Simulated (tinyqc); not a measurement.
Signal and retention of a DRAM cell: one step of the calculation.

A stored one starts at Vd and leaks: Cs dV/dt = -I(V), I = a sqrt((V + Vb)/(Vd + Vb)) + b, with a = Ig exp[-(Eg1 q/kB)(1/T - 1/T0)] (generation in a depletion layer) and b = Is exp[-(Es q/kB)(1/T - 1/T0)]. The bit line is precharged to Vd/2, and charge sharing gives the signal (V - Vd/2) Cs/(Cs + Cb).

Problem. Retention time. With s = sqrt((Vc + Vb)/(Vd + Vb)), the time from Vd to Vc is t = [2 Cs (Vd + Vb)/a] [1 - s - (b/a) ln((a + b)/(a s + b))].

Inputs (values chosen for the exercise): array voltage Vd = 1.3 V; cell capacitance Cs = 19 fF; built-in plus back-bias voltage of the storage junction Vb = 1.62 V; junction leakage at V = Vd and T0 Ig = 0.65 fA; voltage-independent leakage at T0 Is = 0.064 fA; activation energy of Is Es = 0.29 eV; reference temperature T0 = 358 K; temperature T = 358 K; activation energy of Ig Eg1 = 0.64 eV.

Constants: q = 1.602176634e-19 C, kB = 1.380649e-23 J/K. Results are converted to the units shown.

Vc = 0.95678947 V

Find: a; b; retention time; estimate with the current held at a + b.

Solution.

a = 0.65000 fA
b = 0.064000 fA
retention time = 9.3919 s
estimate with the current held at a + b = 9.1331 s

Range of the model: Real arrays also hold a tail of unusually leaky cells and cells whose retention varies in time, which this model lacks.

tinyqc, about 0.01 s, one thread, Intel Xeon 2.30GHz (shared host): `OMP_NUM_THREADS=1 python tinyqc.py 2130160 2130161 out.jsonl`
